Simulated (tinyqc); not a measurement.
Inside a calculation. Method: geometry optimisation on the RHF/sto-3g surface (energies and gradients from PySCF), for H3-, spin multiplicity 1. The basis has no diffuse functions, so it cannot describe the extra electron: this is an exercise in the method, not the real anion. Computed by tinyqc, a small Python program that keeps every step (integrals from PySCF). Settings: charge = -1, multiplicity = 1, basis = sto-3g, optimiser = bfgs, first Hessian = 0.6, largest step = 0.3, iteration cap = 30. Command: `OMP_NUM_THREADS=1 python tinyqc.py 29924 29925 out.jsonl` (the two numbers bound the seeds that draw the settings). One thread of a shared host (Intel(R) Xeon(R) Processor @ 2.60GHz), about 0.3 s of CPU time with the checks.

## Step 1: energy and gradient

positions at the start (bohr):
```
           x          y          z
1H  0.045353  -0.022677  -0.037795
2H  0.085038   0.037795   1.553355
3H  0.088817  -0.007559  -1.421074
```

Self-consistent energy and analytic gradient at these positions.

energy = -1.26667699 hartree

gradient (hartree/bohr):
```
              x            y            z
1H  -0.00335075  -0.00373010  -0.05020669
2H   0.00248681  -0.00034859  -0.15336515
3H   0.00086395   0.00407869   0.20357184
```

## Step 1: move

Quasi-Newton step p = -H^(-1) g (first H = 0.6 times the unit matrix); steps longer than 0.3 bohr are cut back (factor 0.693 here).

positions after step 1 (bohr):
```
           x          y          z
1H  0.049222  -0.018371   0.020165
2H  0.082167   0.038197   1.730404
3H  0.087820  -0.012267  -1.656083
```

## Step 2: energy and gradient

As before.

energy = -1.31627455 hartree

gradient (hartree/bohr):
```
              x            y            z
1H  -0.00453000  -0.00398854  -0.00339613
2H   0.00238507   0.00105111  -0.06235940
3H   0.00214493   0.00293743   0.06575552
```

## Step 2: move

inverse Hessian in use (bohr^2/hartree), lower triangle:
```
           1          2          3          4          5          6         7         8
1   1.667536
2   0.000835   1.667448
3   0.004908   0.003475   1.618588
4  -0.000522  -0.000483  -0.001800   1.666963
5  -0.000101  -0.000126  -0.002361   0.000088   1.666636
6   0.021538   0.017901  -0.048808  -0.010356  -0.006531   1.817105
7  -0.000347  -0.000352  -0.003108   0.000226   0.000013  -0.011182  1.666788
8  -0.000734  -0.000655  -0.001114   0.000395   0.000157  -0.011370  0.000339  1.667165
9  -0.026446  -0.021377   0.096887   0.012156   0.008892  -0.101630  0.014290  0.012485

          9
9  1.671409
```

Quasi-Newton step p = -H^(-1) g (the inverse Hessian comes from BFGS updates; coordinates in the order x, y, z of each atom); steps longer than 0.3 bohr are cut back.

positions after step 2 (bohr):
```
           x          y          z
1H  0.059882  -0.009178   0.016301
2H  0.076734   0.035443   1.850492
3H  0.082593  -0.018706  -1.772307
```

## Convergence

Stop when the largest gradient component is below 3e-5 hartree/bohr. The inverse Hessian follows the BFGS update with s = step, y = change of gradient.

Course of the optimisation:
```
step  E (hartree)  largest gradient (hartree/bohr)
1     -1.26667699                         2.04e-01
2     -1.31627455                         6.58e-02
3     -1.32634398                         2.37e-02
4     -1.32807813                         5.24e-03
5     -1.32816567                         1.14e-03
6     -1.32817001                         9.18e-04
7     -1.32817426                         6.32e-04
8     -1.32817637                         3.07e-04
9     -1.32817684                         1.30e-04
10    -1.32817692                         6.81e-05
11    -1.32817695                         3.51e-05
12    -1.32817696                         1.27e-05
```

Final distances (angstrom):
```
pair   distance
2H-1H  1.001702
3H-1H  1.001665
3H-2H  2.003367
```

Converged in 12 steps.
